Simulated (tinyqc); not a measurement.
## Partial widths from the peak

Inverse problem. A Breit-Wigner resonance has total width G = GL + GR and peak transmission Tp = 4 GL GR/G^2. GL is known to be the larger. Find GL, GR and the lifetime hbar/G.

Constants: q = 1.602176634e-19 C, hbar = 1.054571817e-34 J s. Results are converted to the units shown.

G = 4.4506055 meV
Tp = 0.74384542

Solution. GL and GR have the sum G and the product Tp G^2/4, so they are (G/2)(1 +/- sqrt(1 - Tp)).

GL = 3.352 meV
GR = 1.099 meV
lifetime = 147.9 fs

Computed by the program tinyqc: `OMP_NUM_THREADS=1 python tinyqc.py 2600129 2600130 out.jsonl`, one thread of a shared Intel Xeon 2.30GHz, about 0.2 s for the whole run.
